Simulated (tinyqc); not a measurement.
# Adsorption as a lattice gas: isotherms with interactions, competition, desorption peaks and saturation dose, step by step

A worked calculation. Computed by tinyqc, a small Python program that keeps every step. Command: `OMP_NUM_THREADS=1 python tinyqc.py 3005659 3005660 out.jsonl adsorb walk`. One thread of a shared host (Intel(R) Xeon(R) Processor @ 2.30GHz), about 0.1 s of CPU time with the checks. Intermediate numbers are printed to about 7 digits and carried at full precision; extremes and crossings named in words are read from the listed rows.

One adsorbate per site; a molecule needs 1 empty site. Gas and surface have the same temperature.

Inputs (values chosen for the exercise, for a model surface):

| quantity | value | unit |
|---|---|---|
| desorption energy E | 1.05 | eV |
| prefactor nu | 1.1e+13 | 1/s |
| pair energy w (positive repels) | 0.046 | eV |
| neighbours z | 3 | - |
| site density N_s | 6.1 | 1/nm^2 |
| molecular mass M | 58.3 | u |
| sticking coefficient s0 | 0.64 | - |
| temperature T | 381 | K |
| pressure p | 3.3e-05 | Pa |
| blocking by a second gas, K_B p_B | 0.089 | - |
| heating rate beta | 1.4 | K/s |
| aspect ratio a (depth over diameter) of a hole | 60 | - |

Adsorption: molecular (first order).

Constants: u = 1.6605390666e-27 kg; k_B = 1.380649e-23 J/K; k_B = 8.617333262e-05 eV/K.

## Flux and the Langmuir coverage

Flux F = p/sqrt(2 pi M k_B T); k_d = nu exp(-E/(k_B T)); s0 F (1 - theta) = N_s k_d theta, so y = s0 F/(N_s k_d), theta = y/(1 + y). With a second gas on the same sites theta = y/(1 + y + K_B p_B).

flux F = 0.5833928 1/(nm^2 s)

k_d = 0.1419843 1/s

y = 0.4310930

Langmuir coverage = 0.3012334

coverage with the second gas = 0.2835965

## Coverage with interactions

With u = w/(k_B T). Mean field: theta/(1 - theta) = y exp(-z u theta). Quasi-chemical: theta/(1 - theta) = y [(r - 1 + 2 theta)(1 - theta)/((r + 1 - 2 theta) theta)]^(-z/2) exp(-z u/2), r = sqrt(1 - 4 theta (1 - theta)(1 - exp(-u))).

u = 1.401070

coverage, mean field = 0.1726362

coverage, quasi-chemical = 0.1966332

Repulsion lowers the coverage from 0.3012. Both theories put half coverage at ln y = z u/2 = 2.102; here ln y = -0.841. Caution: for z u near 4 or above (near 8 on the triangular lattice, z = 6) mean field itself predicts sublattice order near half coverage (the exact threshold is higher); both uniform formulas leave ordering out.

## Isotherms

The formulas are those given above.

Coverage; the first column is ln y - z u/2:

| ln y - z u/2 | no interaction | mean field | quasi-chemical |
|---|---|---|---|
| -5.0 | 0.0522330 | 0.0438299 | 0.0469550 |
| -3.0 | 0.2893806 | 0.1675895 | 0.1909372 |
| -2.0 | 0.5253796 | 0.2658460 | 0.2953927 |
| -1.0 | 0.7505608 | 0.3792820 | 0.3998694 |
| -0.5 | 0.8322427 | 0.4391957 | 0.4503079 |
| 0.0 | 0.8910591 | 0.5000000 | 0.5000000 |
| 0.5 | 0.9309648 | 0.5608043 | 0.5496921 |
| 1.0 | 0.9569589 | 0.6207180 | 0.6001306 |
| 2.0 | 0.9837232 | 0.7341540 | 0.7046073 |
| 3.0 | 0.9939499 | 0.8324105 | 0.8090628 |
| 5.0 | 0.9991769 | 0.9561701 | 0.9530450 |

At half coverage the slope d theta/d ln y is 1/4 without interaction, 1/(4 + z u) = 0.122 in mean field and 0.099 in the pair theory, 1/[4 + 2 z (exp(u/2) - 1)]. Repulsion spreads the filling over a wider range of pressure; the two theories differ by at most 0.030 in these rows.

## Desorption peak without interaction

The peak obeys E/(k_B T_p^2) = (nu/beta) exp(-E/(k_B T_p)) exactly. Redhead's shortcut, with the constant 3.46 (3.64 is also in use), reads E back as k_B T_p [ln(nu' T_p/beta) - 3.46], nu' = nu.

peak temperature T_p = 378.8906 K

E by Redhead's shortcut = 1.050349 eV

The shortcut misses by +0.03 %, since 3.46 stands for ln(E/(k_B T_p)) = 3.47. A prefactor wrong by a factor 100 would shift E by 0.150 eV.

## Peak against initial coverage

Heating at the rate beta: d theta/dT = -(nu/beta) theta^1 exp(-[E - z w theta]/(k_B T)). Integrated numerically (relative tolerance 1e-9); T_p is the maximum of the rate.

Peak temperatures (K):

| theta_0 | w = 0 | with w |
|---|---|---|
| 0.1 | 378.8906 | 375.1556 |
| 0.3 | 378.8906 | 367.5150 |
| 0.5 | 378.8906 | 359.6320 |
| 0.7 | 378.8906 | 351.5029 |
| 0.9 | 378.8906 | 343.1359 |

Without interaction the peak does not move; with w it moves by -32.0 K, so repulsion in first order mimics second-order kinetics.

## Dose to saturate, flat and in a hole

Without desorption or interaction, 99 % coverage needs the time (N_s/(s0 F)) ln 100. For a round hole of aspect ratio a in molecular flow with unit sticking (Gordon), the time is N_s/F x [1 + (19/4) a + (3/2) a^2]. The larger of the two times is a rough guide.

time on a flat surface = 75.23752 s

time for the hole = 59453.26 s

The hole is limited by transport: for deep holes the dose grows as a^2. Caution: with k_d = nu exp(-E/(k_B T)) of these inputs desorption is not negligible over the time on a flat surface, so without interaction 99 % coverage is not reached.

Checks made by the program: quasi-chemical form at low coverage and at the symmetry point (relative difference 1e-07); T_p against the integrated rate equation (relative difference 4e-09).
